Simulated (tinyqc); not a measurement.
Ballistic transport through the one-dimensional subbands of a rectangular nanowire or nanosheet channel. Inputs raised by 2 %, one at a time. Computed by tinyqc, a small Python program. Command: `OMP_NUM_THREADS=1 python tinyqc.py 3004117 3004118 out.jsonl wire sens`. One thread of a shared host (Intel(R) Xeon(R) Processor @ 2.30GHz), about 0.1 s of CPU time with the checks.

Hard walls, parabolic subbands, transport along x. Energies are counted from the bulk conduction band edge at the top of the barrier, which the gate pulls down by U; the source Fermi level lies at the bulk edge when U = 0.

Inputs (values chosen for the exercise, modelled on silicon):
```
quantity                                   value  unit
light mass m_t                              0.19   m_0
heavy mass m_l                             0.905   m_0
height a                                     2.7    nm
width b                                      5.3    nm
equivalent oxide thickness t                 1.2    nm
gate voltage above flat band V_G            0.46     V
drain voltage V_D                           0.01     V
temperature T                                300     K
mean free path for back-scattering lambda    5.1    nm
channel length L                             110    nm
```

Valleys: silicon [100] wire.

Constants: hbar^2/(2 m_0) = 3.80998212 eV angstrom^2; k_B = 8.617333262e-05 eV/K; m_0 = 9.1093837015e-31 kg; k_B = 1.380649e-23 J/K; hbar = 1.054571817e-34 J s; eps_0 = 8.8541878128e-12 F/m; e = 1.602176634e-19 C; h = 6.62607015e-34 J s.

Method:
- E_pq = (hbar^2 pi^2/2)(p^2/(m_y b^2) + q^2/(m_z a^2)); valley pairs: (m_x, m_y, m_z) = (m_t, m_t, m_l), (m_t, m_l, m_t), (m_l, m_t, m_t), each with degeneracy g = 2; the 10 lowest subbands are kept.
- F_j(eta) = (1/Gamma(j + 1)) int_0^infinity x^j/(1 + exp(x - eta)) dx, F_0 = ln(1 + exp(eta)). Integrals over x = E/(k_B T) use 160 Gauss-Legendre points in u = sqrt(x) from 0 to sqrt(max(eta, 0) + 32).
- With degeneracy g = 2, eta_i = (U - E_i)/(k_B T) and u = e V_D/(k_B T): line density n = sum_i g sqrt(2 m_x k_B T/pi)/(2 hbar) [F_-1/2(eta_i) + F_-1/2(eta_i - u)]; gate: e n = C_ox (V_G - U/e), C_ox = 3.9 eps_0 2 (a + b)/t (flat-plate estimate); I = (2 e k_B T/h) sum_i g [F_0(eta_i) - F_0(eta_i - u)].
- Linear conductance G = (2 e^2/h) sum_i g f(eta_i), g = 2, f = 1/(1 + exp(-eta_i)), with the barrier frozen at the eta_i above; current per perimeter I/(2(a + b)); with scattering, transmission lambda/(lambda + L) and low-bias resistance (1 + L/lambda)/G.

Runs; columns: (1) input moved; (2) from; (3) to; (4) ballistic current I (microampere); (5) line density n (1/nm); (6) ballistic conductance (microsiemens); (7) current per perimeter (microampere/micrometre):
```
(1)                                              (2)     (3)     (4)      (5)     (6)     (7)
base run                                           -       -  1.5568  0.73882  159.38  97.298
light mass m_t (m_0)                            0.19  0.1938  1.5633  0.74479  160.25  97.705
width b (nm)                                     5.3   5.406  1.5688  0.75124  160.60  96.765
gate voltage above flat band V_G (V)            0.46  0.4692  1.5766  0.75758  161.43  98.536
drain voltage V_D (V)                           0.01  0.0102  1.5877  0.73862  159.43  99.230
temperature T (K)                                300     306  1.5589  0.73926  159.75  97.430
mean free path for back-scattering lambda (nm)   5.1   5.202  1.5568  0.73882  159.38  97.298
channel length L (nm)                            110   112.2  1.5568  0.73882  159.38  97.298
```

Exponents ln(y'/y) / ln(x'/x):
```
input                                      ballistic current I  line density n  ballistic conductance  current per perimeter
light mass m_t                                           0.211           0.406                  0.273                  0.211
width b                                                  0.388           0.842                  0.384                 -0.277
gate voltage above flat band V_G                         0.639           1.266                  0.646                  0.639
drain voltage V_D                                        0.993          -0.014                  0.017                  0.993
temperature T                                            0.069           0.030                  0.117                  0.069
mean free path for back-scattering lambda                0.000           0.000                  0.000                  0.000
channel length L                                         0.000           0.000                  0.000                  0.000
```

Among the inputs moved here: ballistic current I answers most in size to drain voltage V_D (exponent +0.993), next to gate voltage above flat band V_G (+0.639); its exponent is below 0.0005 for mean free path for back-scattering lambda, channel length L. Its exponent +0.993 in drain voltage V_D: the linear region, I = G V_D. line density n answers most in size to gate voltage above flat band V_G (exponent +1.266), next to width b (+0.842); its exponent is below 0.0005 for mean free path for back-scattering lambda, channel length L. ballistic conductance answers most in size to gate voltage above flat band V_G (exponent +0.646), next to width b (+0.384); its exponent is below 0.0005 for mean free path for back-scattering lambda, channel length L. current per perimeter answers most in size to drain voltage V_D (exponent +0.993), next to gate voltage above flat band V_G (+0.639); its exponent is below 0.0005 for mean free path for back-scattering lambda, channel length L.
